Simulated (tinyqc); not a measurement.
# Bandgap voltage reference from two bipolar transistors: output against temperature

Two transistors of area 1 and N carry the same current I. Is(T) = Is (T/T0)^eta exp[(Vg0 q/kB)(1/T0 - 1/T)], VBE1 = Vt ln(I/Is(T)) + I rb, VBE2 = Vt ln(I/(N Is(T))) + I rb/N. The amplifier forces I R1(T) = VBE1 - VBE2 + Vos, with R(T) = R (1 + tc (T - T0)) for both resistors, and the output is Vref = VBE1 + I R2(T). Base currents and the Early effect are neglected.

Vt = kB T/q; I = (Vt ln N + Vos)/(R1(T) - rb (1 - 1/N)).

Inputs (values chosen for the exercise); values of the order met in silicon bipolar transistors: reference temperature T0 = 300 K; band-gap voltage extrapolated to 0 K Vg0 = 1.203 V; temperature exponent of the saturation current eta = 3.8; saturation current of the unit transistor at T0 Is = 1.4e-18 A; area ratio of the second transistor N = 8; resistor across which the difference of VBE falls, at T0 R1 = 4.2 kohm; temperature coefficient of both resistors tc = 600 ppm/K; offset of the amplifier Vos = 0 mV; series resistance of the unit transistor rb = 0 ohm; output resistor at T0 R2 = 37.74 kohm.

Constants: q = 1.602176634e-19 C, kB = 1.380649e-23 J/K. Results are converted to the units shown.

Result of one run:
```
I (uA)  VBE1 (V)  I R2 (V)  Vref (V)  Vref - Vref(T0) (mV)  dVref/dT (uV/K)
10.36     0.8829    0.3752     1.258                 3.514           -17.39
```

Which temperature T gave this result: 233, 253, 323 or 348 K?

T = 233 K.

The whole series:
```
T (K)  I (uA)  VBE1 (V)  I R2 (V)  Vref (V)  Vref - Vref(T0) (mV)  dVref/dT (uV/K)
218     9.782    0.9072    0.3510     1.258                 3.645           0.1714
233     10.36    0.8829    0.3752     1.258                 3.514           -17.39
253     11.11    0.8501    0.4074     1.258                 2.945           -39.24
273     11.84    0.8170    0.4396     1.257                 1.955           -59.55
298     12.73    0.7749    0.4798     1.255                0.1679           -83.07
323     13.59    0.7323    0.5201     1.252                -2.184           -104.8
348     14.43    0.6892    0.5603     1.250                -5.062           -125.1
373     15.25    0.6456    0.6006     1.246                -8.429           -144.1
398     16.04    0.6015    0.6408     1.242                -12.26           -161.9
423     16.81    0.5570    0.6811     1.238                -16.52           -178.8
```

VBE1 falls by 1.71 mV/K on average and I R2 rises by 1.61 mV/K. The slope of Vref vanishes at T = 218 K. Between 233 and 398 K Vref spans 15.8 mV, or 76.3 ppm/K by the box method (span over the average over T, over 165 K).

tinyqc, about 0.02 s, one thread, Intel Xeon 2.30GHz (shared host): `OMP_NUM_THREADS=1 python tinyqc.py 2062128 2062129 out.jsonl`
